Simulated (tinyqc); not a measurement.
What each parameter does: band-to-band tunnelling across a p-n junction in a two-band chain.

Sites alternate A at -Eg/2 and C at +Eg/2 with hopping -t; near the edges, with k counted from the zone boundary pi/a, E^2 = (Eg/2)^2 + (t a k)^2, so t = sqrt(c Eg/m)/a gives the mass m, c = hbar^2/2m0. In the gap cosh(q a) = 1 + (Eg^2/4 - e^2)/(2 t^2), e the energy from the local mid-gap. The potential is V0 = Eg + ov on the p side (left), 0 on the n side, and falls linearly over the 2N sites of the junction, V_j = V0 (1 - j/(2N + 1)), j = 1 to 2N, site 1 being A. E = Eg/2 + x ov. A half chain that ends on a site of level e1 with neighbour e2 has g = (1 + z)/(E - e1), z = exp(-/+ i k a) the root with Im g < 0, cos(k a) = (E - e1)(E - e2)/(2 t^2) - 1. S_L = t^2 g (ending on C, shifted by V0), S_R = t^2 g (starting on A). T = 4 Im(S_L) Im(S_R) |G_(1,2N)|^2.

Constants: hbar^2/2m0 = 3.80998211 eV angstrom^2.

Values chosen for the exercise (gap and mass near those of GaAs; the results hold for these values, not for the real material): Eg = 1.468 eV (gap); m = 0.0739 m0 (mass of electron and light hole); a = 6 angstrom (period (two sites)); ov = 0.48 eV (overlap: top of the valence band on the p side above the conduction edge on the n side); Nw = 40 (periods in the junction); x = 0.58 (energy above the n-side conduction edge, as a share of ov).

N = Nw; WKB exponent 2 I/F with I = pi Eg^2/(8 t a), F = V0/((2N + 1) a/2).

One parameter was then changed.

Results before and after:
```
case     F (MV/cm)  exponent  log10 T of the chain
base        0.8016   24.2693              -10.4989
changed     0.7400   26.2917              -11.3573
```

Which of these changes was made? (a) x = 0.45; (b) a = 6.5 angstrom; (c) Eg = 1.6148 eV; (d) m = 0.08129 m0; (e) ov = 0.53 eV; (f) Nw = 43.

Answer: (b) a = 6.5 angstrom. Of the candidates, run in turn, only this one gives the changed row.

All candidates:
```
case              F (MV/cm)  exponent  log10 T of the chain
base                 0.8016   24.2693              -10.4989
Eg = 1.6148 eV       0.8621   26.0371              -11.2477
m = 0.08129 m0       0.8016   25.4538              -11.0025
ov = 0.53 eV         0.8222   23.6619              -10.2382
Nw = 43              0.7464   26.0670              -11.2760
x = 0.45             0.8016   24.2693              -10.5103
a = 6.5 angstrom     0.7400   26.2917              -11.3573
```

(tinyqc, `OMP_NUM_THREADS=1 python tinyqc.py 1482476 1482477 out.jsonl`, Intel(R) Xeon(R) Processor @ 2.30GHz, 1 thread, shared host, about 0.01 s.)
